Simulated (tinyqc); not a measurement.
Energy conservation against the time step: molecular dynamics of a small cluster by velocity Verlet steps. Computed by tinyqc, a small Python program. Command: `OMP_NUM_THREADS=1 python tinyqc.py 3027505 3027506 out.jsonl verlet walk`. One thread of a shared host (Intel(R) Xeon(R) Processor @ 2.30GHz), about 0.1 s of CPU time with the checks.

E = sum_(i<j) phi(r_ij), phi(r) = eps [exp(-2 alpha (r - r0)) - 2 exp(-alpha (r - r0))]; the force on i is -sum_j phi'(r_ij) (R_i - R_j)/r_ij.

Inputs (values chosen for the exercise, for model atoms):

| quantity | value | unit |
|---|---|---|
| length r0 | 2.72 | angstrom |
| well depth eps | 0.31 | eV |
| stiffness alpha | 1.83 | 1/angstrom |
| atomic mass M | 187 | u |
| time step dt | 5.9 | fs |
| steps | 300 | - |

Potential: Morse.

starting positions (angstrom):
```
            x      y      z
atom 1  -0.01  -0.01  -0.03
atom 2   2.67  -0.05  -0.01
atom 3   1.38   2.37   0.03
atom 4   1.38   0.82   2.24
atom 5   1.37   0.76  -2.26
```

starting velocities (angstrom/fs):
```
               x         y         z
atom 1  -0.00104  -0.00103  -0.00046
atom 2   0.00042   0.00075   0.00205
atom 3    0.0023     3e-05  -0.00097
atom 4  -0.00051   0.00153   0.00021
atom 5  -0.00116  -0.00128  -0.00083
```

Constants: 1 eV/(angstrom u) = 9.648533212e-03 angstrom/fs^2; k_B = 8.617333262e-05 eV/K.

Method:
- Relax the cluster, diagonalise the Hessian (central differences): omega_max = sqrt(c lambda_max/M). Verlet steps are stable for omega_max dt < 2.
- Velocity Verlet: a = c F/M with c = 9.648533212e-3 angstrom/fs^2 per eV/(angstrom u); R(new) = R + v dt + a dt^2/2; v(new) = v + (a + a(new)) dt/2. Kinetic energy K = M v^2/(2c); temperature T = 2K/((3N - 3) k_B), rotation of the cluster included.
- Runs without thermostat over the same span of time, steps x dt; spread = largest minus smallest value. For contrast, the energy gained over the first 30 dt (dt of the inputs) by explicit Euler steps: R(new) = R + v dt, v(new) = v + a dt.

omega_max dt = 0.126070

Energy error (eV):

| dt (fs) | omega_max dt | Verlet, spread of U + K | Euler, gain in U + K |
|---|---|---|---|
| 0.7375 | 0.01576 | 2.9385e-06 | 0.002639 |
| 1.4750 | 0.03152 | 1.1754e-05 | 0.005340 |
| 2.9500 | 0.06303 | 4.6981e-05 | 0.010931 |
| 5.9000 | 0.12607 | 1.8815e-04 | 0.022883 |
| 11.8000 | 0.25214 | 7.4899e-04 | 0.049927 |
| 17.7000 | 0.37821 | 1.7033e-03 | 0.080952 |

The Verlet error grows as dt^2.00 between the first rows, the second order of the method. Euler steps gain energy steadily: over that short span the gain in the first row is already 900 times the Verlet spread of the whole run, and it grows as dt^1.02, tending to the first order of that method as dt shrinks.

Extremes, crossings and ranges named in words are read from the listed rows.
